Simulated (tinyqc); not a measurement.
Worked calculation: grain growth, pinning, strength and diffusional creep of a polycrystal or thin film. Computed by tinyqc, a small Python program that keeps every step. Command: `OMP_NUM_THREADS=1 python tinyqc.py 3025799 3025800 out.jsonl grain walk`. One thread of a shared host (Intel(R) Xeon(R) Processor @ 2.30GHz), about 0.01 s of CPU time with the checks. Intermediate numbers are printed to about 5 digits and carried at full precision; extremes and crossings named in words are read from the listed rows.

One mean grain size d describes the structure.

Inputs (values chosen for the exercise, modelled on tungsten): shear modulus G = 162 GPa; Burgers vector b = 2.741 angstrom; atomic volume Omega = 15.85 angstrom^3; boundary energy gamma = 1 J/m^2; mobility prefactor M0 = 1.8e-06 m^4/(J s); activation energy of boundary motion Q_m = 4.92 eV; anneal temperature T = 2381 K; anneal time t = 3800 s; initial grain size d0 = 70 nm; particle volume fraction f = 0.0042; particle radius r = 3.6 nm; film thickness h = 420 nm; surface energy gamma_s = 3.5 J/m^2; friction stress sigma_0 = 540 MPa; Hall-Petch slope k_y = 0.87 MPa m^0.5; lattice diffusion energy Q_l = 5.75 eV; boundary diffusion energy Q_b = 3.77 eV; lattice prefactor D0 = 5.2e-05 m^2/s; boundary prefactor delta D0b = 1.3e-14 m^3/s; applied stress sigma = 160 MPa; service temperature T_c = 1158 K.

Sample: thin film on a substrate.

Constants: k_B = 8.617333262e-05 eV/K; k_B = 1.380649e-23 J/K.

## Mobility and the sizes at which growth stops

M = M0 exp(-Q_m/(k_B T)). The driving pressure is 2 gamma/d. Zener pinning pressure 3 f gamma/(2 r) stops growth at d_Z = 4 r/(3 f). Grooves where boundaries meet the surface have the angle theta = arcsin(gamma/(2 gamma_s)) and are taken to stop growth at d_h = h/(2 theta), a few film thicknesses; the limit is 1/d_lim = 1/d_Z + 1/d_h.

mobility M = 6.9388e-17 m^4/(J s)

Zener size d_Z = 1142.9 nm

groove angle theta = 0.14335 rad

groove limit d_h = 1465.0 nm

limit d_lim = 642.01 nm

The particles set the tighter limit.

## Grain size after the anneal

dd/dt = 2 M gamma (1/d - 1/d_lim) integrates to 2 M gamma t = d_lim (d0 - d) + d_lim^2 ln[(d_lim - d0)/(d_lim - d)]; without pinning d^2 = d0^2 + 4 M gamma t.

size without pinning = 1029.4 nm

grain size d = 568.84 nm

Pinning holds d to 55 % of the free value.

## Yield stress

Hall-Petch term k_y/sqrt(d). Orowan term 3.06 x 0.4 G b ln(2 rbar/b)/(pi lambda sqrt(1 - nu)) with nu = 1/3, rbar = sqrt(2/3) r, lambda = rbar (sqrt(pi/f) - 2). Film term (threading dislocation, matched substrate, the geometry of an fcc (111) film taken for all cases): 3.464 G b ln(2 h/b)/(4 pi (1 - nu) h). The terms are added to sigma_0.

Hall-Petch term = 1153.5 MPa

Orowan term = 871.75 MPa

film term = 350.93 MPa

yield stress = 2916.2 MPa

The largest term is the Hall-Petch one. The anneal changed the Hall-Petch term from 3288 to 1154 MPa.

## Diffusional creep at T_c

Nabarro-Herring rate = 14 sigma Omega D_l/(k_B T d^2), D_l = D0 exp(-Q_l/(k_B T)); Coble rate = 14 pi sigma Omega delta D_b/(k_B T d^3), delta D_b = delta D0b exp(-Q_b/(k_B T)); they are equal at d_x = pi delta D_b/D_l.

Nabarro-Herring rate = 3.3705e-17 1/s

Coble rate = 1.9277e-11 1/s

crossover size d_x = 3.2533e+05 micrometre

time to 1 % strain = 5.1876e+08 s

Boundary diffusion carries the creep, by a factor 570000. Caution: sigma Omega is not small against k_B T, as the linear creep laws assume.

## Strength against creep resistance

Hall-Petch term k_y/sqrt(d).

At T_c and sigma:
```
d (nm)  Hall-Petch term (MPa)  Nabarro-Herring (1/s)  Coble (1/s)  time to 1 % (s)
30                     5022.9             1.2118e-14   1.3142e-07       7.6094e+04
100                    2751.2             1.0906e-15   3.5482e-09       2.8183e+06
300                    1588.4             1.2118e-16   1.3142e-10       7.6094e+07
1000                    870.0             1.0906e-17   3.5482e-12       2.8183e+09
3000                    502.3             1.2118e-18   1.3142e-13       7.6094e+10
10000                   275.1             1.0906e-19   3.5482e-15       2.8182e+12
100000                   87.0             1.0906e-21   3.5482e-18       2.8174e+15
```

From 100 micrometre to 30 nm grains the Hall-Petch term grows 58 times, while the time to 1 % strain shrinks by 10.6 decades. Coble creep rules in 7 of the seven rows (d_x is a millimetre or more). Fine grains resist slip but creep fast. The Hall-Petch value at 30 nm is at the edge of that law, and in a film grains much larger than h lose atoms to the surfaces instead.

## Growth with time

The formulas are those given above.

At T:
```
t (s)  free growth (nm)  pinned growth (nm)  d/d_lim
4.5                78.4               77.49  0.12071
15                 95.2               92.37  0.14388
45                131.9              124.27  0.19356
150               215.7              192.97  0.30057
450               360.3              296.63  0.46203
1500              649.0              451.45  0.70318
4500             1119.8              585.70  0.91230
15000            2041.6              640.50  0.99765
```

The apparent exponent d ln d/d ln t of the pinned growth is at most about 0.39, below the ideal 1/2, and falls to 0.074 in the last rows: the initial size hides the law early and pinning hides it late.

Checks made by the program: d against numerical integration (relative difference 9e-10).
